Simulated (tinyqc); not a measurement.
Smearing for a one-band metal on the square lattice: sweeps and comparisons. A value that a table varies takes the place of the one given here.

Lattice vectors (units of a): a1 = (1, 0), a2 = (0, 1). E(k) = -t A_1(k) - t2 A_2(k), A_m the sum of cos(k . R) over the 4 nearest and 4 second lattice vectors. Mesh k = sum (j_i/N) b_i, j_i = 0 .. N-1.

With x = (E_k - mu)/sigma: Fermi-Dirac f = 1/(1 + exp(x)), s = -f ln f - (1 - f) ln(1 - f); Gaussian f = erfc(x)/2, s = exp(-x^2)/(2 sqrt(pi)); Methfessel-Paxton (first order) f = erfc(x)/2 - x exp(-x^2)/(2 sqrt(pi)), s = (1 - 2 x^2) exp(-x^2)/(4 sqrt(pi)); cold (Marzari-Vanderbilt) with y = x + 1/sqrt(2), f = erfc(y)/2 + exp(-y^2)/sqrt(2 pi), s = y exp(-y^2)/sqrt(2 pi). With weights w = points/N^d (d the dimension), mu solves 2 sum w f = ne; E = 2 sum w f E_k, S = 2 sum w s, F = E - sigma S.

With x = (E_k - mu)/sigma: Gaussian f = erfc(x)/2, s = exp(-x^2)/(2 sqrt(pi)); Methfessel-Paxton (first order) f = erfc(x)/2 - x exp(-x^2)/(2 sqrt(pi)), s = (1 - 2 x^2) exp(-x^2)/(4 sqrt(pi)). With weights w = points/N^d (d the dimension), mu solves 2 sum w f = ne; E = 2 sum w f E_k, S = 2 sum w s, F = E - sigma S.

With x = (E_k - mu)/sigma: Gaussian f = erfc(x)/2, s = exp(-x^2)/(2 sqrt(pi)). With weights w = points/N^d (d the dimension), mu solves 2 sum w f = ne; E = 2 sum w f E_k, S = 2 sum w s, F = E - sigma S.

Parameters, chosen for this exercise: t = 0.79 eV (nearest hopping); t2 = 0.07 eV (second hopping); ne = 0.54 (electrons per cell); N = 4 (unshifted mesh); sigma = 0.158 eV (width).

## Error of each scheme against the width

All on the dense mesh N = 200. The reference is F of first-order Methfessel-Paxton smearing with sigma = 0.05 t on the mesh N = 200; it moves by 0.00 meV on the mesh N = 250, so errors below a few times that are not resolved.

Errors (meV per cell):

| sigma (eV) | FD F | FD (E+F)/2 | Gauss F | Gauss (E+F)/2 | MP F | cold F |
|---|---|---|---|---|---|---|
| 0.079 | -3.02 | 0.01 | -0.46 | 0.00 | 0.00 | -0.01 |
| 0.118 | -6.81 | 0.03 | -1.03 | 0.00 | 0.00 | -0.02 |
| 0.158 | -12.15 | 0.10 | -1.83 | 0.00 | 0.00 | -0.04 |
| 0.237 | -27.62 | 0.50 | -4.13 | 0.01 | 0.01 | -0.14 |
| 0.316 | -49.70 | 1.11 | -7.35 | 0.02 | 0.03 | -0.32 |
| 0.474 | -113.40 | 0.75 | -16.59 | 0.11 | 0.17 | -1.05 |
| 0.632 | -200.60 | -5.45 | -29.66 | 0.40 | 0.63 | -2.39 |

reference = -1.13348 eV

What does this show?

Doubling sigma from 0.158 to 0.316 eV multiplies the error of F by 4.1 (Fermi-Dirac) and 4.0 (Gaussian); a pure sigma^2 term would give 4. At the smallest width Fermi-Dirac errs 6.6 times as much as Gaussian, against 2 pi^2/3 = 6.6 for the ratio of the sigma^2 terms at equal sigma. At the largest width the sizes of the errors rank Gauss (E+F)/2 0.4, MP F 0.6, cold F 2.4, FD (E+F)/2 5.5, Gauss F 29.7, FD F 200.6 meV; the reference is good to about 0.01 meV.

## Mesh against width

Gaussian smearing, (E + F)/2. The reference is F of first-order Methfessel-Paxton smearing with sigma = 0.05 t on the mesh N = 200; it moves by 0.00 meV on the mesh N = 250, so errors below a few times that are not resolved.

Errors (meV per cell):

| N | sigma = 0.05 t | sigma = 0.15 t | sigma = 0.4 t |
|---|---|---|---|
| 4 | 46.01 | 42.48 | 33.64 |
| 8 | 18.95 | 16.18 | 9.60 |
| 12 | -0.58 | -1.51 | -2.64 |
| 16 | -1.87 | -1.66 | -0.52 |
| 24 | -0.21 | -0.10 | 0.05 |
| 48 | -0.01 | -0.02 | 0.02 |

reference = -1.13348 eV

How do the results move?

First N from which the value stays within 2 meV of its last entry (which need not be the best one): 12 for sigma = 0.05 t, 12 for sigma = 0.15 t, 16 for sigma = 0.4 t. At the last mesh the errors are -0.01, -0.02 and +0.02 meV. By this 2 meV bar the wider smearing does not converge sooner. The smallest error belongs to 0.05 t on 2, 0.15 t on 0, 0.4 t on 4 of the 6 meshes.

## What moves the results of Gaussian smearing

All sums formed anew. Each row changes one parameter from the base and keeps the others.

Results:

| case | mu (eV) | E (eV) | S | F (eV) |
|---|---|---|---|---|
| base | -1.4734 | -1.0857 | 0.0895 | -1.0998 |
| N = 8 | -1.1074 | -1.1131 | 0.0703 | -1.1242 |
| sigma = 0.316 eV | -1.3668 | -1.0857 | 0.0895 | -1.1140 |
| ne = 0.64 | -0.2101 | -1.2200 | 0.0241 | -1.2238 |
| t2 = 0.149 eV | -1.4734 | -1.1252 | 0.0895 | -1.1393 |
| t = 0.869 eV | -1.6314 | -1.1908 | 0.0895 | -1.2049 |

How do the results move?

The largest shifts from the base row, up to three for each result and ties (the steps differ in size, so this ranks the rows, not the parameters). mu (eV): ne +1.2633, N +0.3660, t -0.1580; unchanged at the printed digits by t2. E (eV): ne -0.1343, t -0.1051, t2 -0.0395; unchanged at the printed digits by sigma. S: ne -0.0654, N -0.0192; unchanged at the printed digits by sigma, t2 and t. F (eV): ne -0.1240, t -0.1051, t2 -0.0395.

Program tinyqc; command `OMP_NUM_THREADS=1 python tinyqc.py 1681969 1681970 out.jsonl`; about 0.08 s on one thread of a shared Intel(R) Xeon(R) Processor @ 2.30GHz.
